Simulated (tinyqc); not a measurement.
Dielectric confinement in a thin film (image charges): one step. Self-energy across the film. Three cases, with inputs chosen for the exercise.

Task: S at 2z/t = 0, 0.2, 0.4, 0.6, 0.8 and 0.9, summed to n = 399.

A film |z| < t/2 of dielectric constant eps between half-spaces of dielectric constant e2; lam = (eps - e2)/(eps + e2), q = e^2/(4 pi eps0). The self-energy of a band edge is taken with the high-frequency value, e2 = eh, and the field of a fixed ion with the static one, e2 = eo. A charge at z has images lam^|n| at n t + (-1)^n z. Its self-energy is S(z) = (q/2 eps) sum over n >= 1 of lam^n [1/(n t - 2z) + 1/(n t + 2z)] for odd n and 2 lam^n/(n t) for even n; at the centre S(0) = -(q/(eps t)) ln(1 - lam).

Constants: e^2/(4 pi eps0) = 14.39964547 eV angstrom.

Case 1.

Values chosen (out of a larger set: near those of a Si (100) film, two-fold valleys, between layers of Si3N4; not measured data): t = 40 angstrom (film thickness); eps = 11.8 (dielectric constant of the film); eh = 4.1 (high-frequency dielectric constant outside).

Case 2.

Values chosen (out of a larger set: near those of a Ge film between layers of HfO2; not measured data): t = 72 angstrom (film thickness); eps = 16.1 (dielectric constant of the film); eh = 4 (high-frequency dielectric constant outside).

Case 3.

Values chosen (out of a larger set: near those of a Si (100) film, two-fold valleys, between layers of Si3N4; not measured data): t = 56 angstrom (film thickness); eps = 11.8 (dielectric constant of the film); eh = 4.1 (high-frequency dielectric constant outside).

Give: Self-energy.

Result:

Case 1.

Self-energy:
```
2z/t  z (angstrom)  S (meV)
0.0            0.0    20.20
0.2            4.0    20.82
0.4            8.0    23.04
0.6           12.0    28.56
0.8           16.0    46.56
0.9           18.0    83.31
```

Case 2.

Self-energy:
```
2z/t  z (angstrom)  S (meV)
0.0            0.0    11.44
0.2            7.2    11.76
0.4           14.4    12.89
0.6           21.6    15.69
0.8           28.8    24.81
0.9           32.4    43.42
```

Case 3.

Self-energy:
```
2z/t  z (angstrom)  S (meV)
0.0            0.0    14.43
0.2            5.6    14.87
0.4           11.2    16.46
0.6           16.8    20.40
0.8           22.4    33.26
0.9           25.2    59.50
```

Towards the wall S diverges as (q lam/4 eps)/(distance), an artefact of the abrupt interface that the vanishing envelope makes harmless.

Computed by tinyqc, one run a case: `OMP_NUM_THREADS=1 python tinyqc.py N N+1 out.jsonl` with N = 1250776, 1250826, 1250969; one thread of a shared Intel(R) Xeon(R) Processor @ 2.30GHz, about 0.09 s a run at most.
